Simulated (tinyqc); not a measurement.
Thermal stress, cracking, delamination and buckling of a thin film; Griffith cracks and misfitting inclusions. From one set of inputs to another, one input at a time. Computed by tinyqc, a small Python program. Command: `OMP_NUM_THREADS=1 python tinyqc.py 3023791 3023792 out.jsonl filmcrack ladder`. One thread of a shared host (Intel(R) Xeon(R) Processor @ 2.30GHz), about 0.01 s of CPU time with the checks.

Isotropic linear elasticity; the substrate is much thicker than the film; stress is positive in tension.

The inputs printed are set A. Set A is modelled on a tungsten film on silicon; the values taken over come from a set modelled on a porous low-k oxide on silicon. Inputs not listed in the table keep their values of set A, so the rows need not describe a real material.

Inputs (values chosen for the exercise, modelled on a tungsten film on silicon):
```
quantity                       value        unit
film Young's modulus E           410         GPa
film Poisson ratio nu           0.29           -
film expansion alpha_f          4.31      1e-6/K
substrate expansion alpha_s        3      1e-6/K
deposition temperature T_d      1200           K
final temperature T              300           K
intrinsic stress                 510         MPa
film thickness h                0.39  micrometre
film toughness Gamma_f           5.9       J/m^2
interface toughness Gamma_i      1.2       J/m^2
substrate Young's modulus E_s    158         GPa
substrate Poisson ratio nu_s    0.25           -
inclusion radius R              0.43  micrometre
```

Inclusion: sphere.

Method:
- Thermal strain = (alpha_f - alpha_s)(T_d - T); stress = E/(1 - nu) x strain + intrinsic stress; plane-strain modulus Ebar = E/(1 - nu^2); G0 = stress^2 h/(2 Ebar) is the energy freed per area when a long strip loses its stress across its width.
- Dundurs alpha = (Ebar - Ebar_s)/(Ebar + Ebar_s), with Ebar_s = E_s/(1 - nu_s^2). The channel-crack factor is taken as g = 1.258 (1 - alpha)^(-0.7), a rough interpolation chosen for the exercise (1.258 is the value for matched materials).
- Channel crack through the film: G = pi g G0, critical thickness where G = Gamma_f. Steady delamination from an edge: G = G0, critical thickness where G = Gamma_i.
- Film material fills a sphere of radius R in the substrate, with the misfit e = thermal strain (it wants to shrink if e > 0). Radial stress at the wall s0 = e/[(1 - 2 nu)/E + (1 + nu_s)/(2 E_s)]; inside it is uniform and hydrostatic; outside s_rr = s0 (R/r)^3, s_tt = -s_rr/2. Keep-out radius: where |s_rr| falls to 10 MPa (R if it is lower at the wall).

Each row keeps all changes above it:
```
input moved                          from    to  G0 (J/m^2)  critical thickness for channelling (micrometre)  keep-out radius (micrometre)
set A                                   -     -       0.618                                           0.6179                        1.2347
deposition temperature T_d (K)       1200   425       0.159                                           2.3973                        0.6394
film expansion alpha_f (1e-6/K)      4.31  12.5       0.623                                           0.6128                        1.2377
film Young's modulus E (GPa)          410  7.67       6.365                                           0.1436                        0.5438
inclusion radius R (micrometre)      0.43  0.51       6.365                                           0.1436                        0.6450
film Poisson ratio nu                0.29  0.24       6.528                                           0.1402                        0.6033
substrate Young's modulus E_s (GPa)   158   153       6.528                                           0.1400                        0.6029
film thickness h (micrometre)        0.39   1.6      26.782                                           0.1400                        0.6029
```

G0 goes from 0.618 to 26.8, a factor 43.4 in all. The largest single move comes from film Young's modulus E (a factor 10.2), and deposition temperature T_d works against it (a factor 0.258). Critical thickness for channelling goes from 0.618 to 0.140, a factor 0.227 in all. The largest single move comes from film Young's modulus E (a factor 0.234), and deposition temperature T_d works against it (a factor 3.88). Keep-out radius goes from 1.23 to 0.603, a factor 0.488 in all. The largest single move comes from film Young's modulus E (a factor 0.439), and film expansion alpha_f works against it (a factor 1.94). The single moves hold for this order of the switches; the total does not depend on the order.

Caution (rows film Young's modulus E, inclusion radius R, film Poisson ratio nu, substrate Young's modulus E_s, film thickness h): at a stress above 0.4 % of E a ductile film would yield, and the elastic value is then an upper bound; a brittle film in tension cracks instead.

Extremes, crossings and ranges named in words are read from the listed rows.
